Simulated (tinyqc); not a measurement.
# Joule-heated wire on a substrate, fin equation: effect of the conductance per length to the substrate

A wire of length L loses heat along itself to two contacts and sideways to the substrate: kap A theta'' - g theta + p = 0 with theta = T - T0 and p(x) = p0 exp(-((x/L - x0)/sg)^2/2). The ends are held at T0. Constant conductivity, diffusive heat flow.

The equation is solved on 800 equal steps and the peak is the largest node value. LH = sqrt(kap A/g); the share is the integral of g theta over that of p.

Parameters, values chosen for the exercise:
```
symbol,value,unit,meaning
kap,14,W/(m K),conductivity along the wire
A,2800,nm^2,cross-section
L,1400,nm,length between the contacts
Rc,0,K/uW,thermal resistance of each contact
p0,0.084,uW/nm,peak heating per length
x0,0.7,,place of the hot spot as a share of L
sg,0.09,,width of the hot spot as a share of L
```

Results:
```
g (W/(m K))  LH (nm)   L/LH  peak theta (K)  peak/(p0/g)  share to the substrate (%)
0.065          776.6  1.803           134.3       0.1039                       24.74
0.14           529.2  2.646           110.1       0.1836                       41.51
0.3            361.5  3.873           81.74       0.2919                       60.54
1.4            167.3  8.367           33.45       0.5575                       88.88
3              114.3  12.25           19.15       0.6840                       95.37
6.5            77.66  18.03           10.26       0.7938                       98.40
```

Estimate the missing row, g = 0.65 W/(m K).

Computed row:
```
g (W/(m K))  LH (nm)   L/LH  peak theta (K)  peak/(p0/g)  share to the substrate (%)
0.65           245.6  5.701           54.56       0.4222                       77.38
```

With this row back in the table: As g goes from 0.065 to 6.5 W/(m K), the peak theta falls from 134 to 10.3 K and the share of heat to the substrate rises from 24.7 to 98.4 %; L/LH goes from 1.8 to 18. Where L/LH is smallest the peak reaches 0.10 of p0/g, where it is largest 0.79.

Computed by the program tinyqc: `OMP_NUM_THREADS=1 python tinyqc.py 2520055 2520056 out.jsonl`, one thread of a shared Intel Xeon 2.30GHz, about 0.01 s for the whole run.
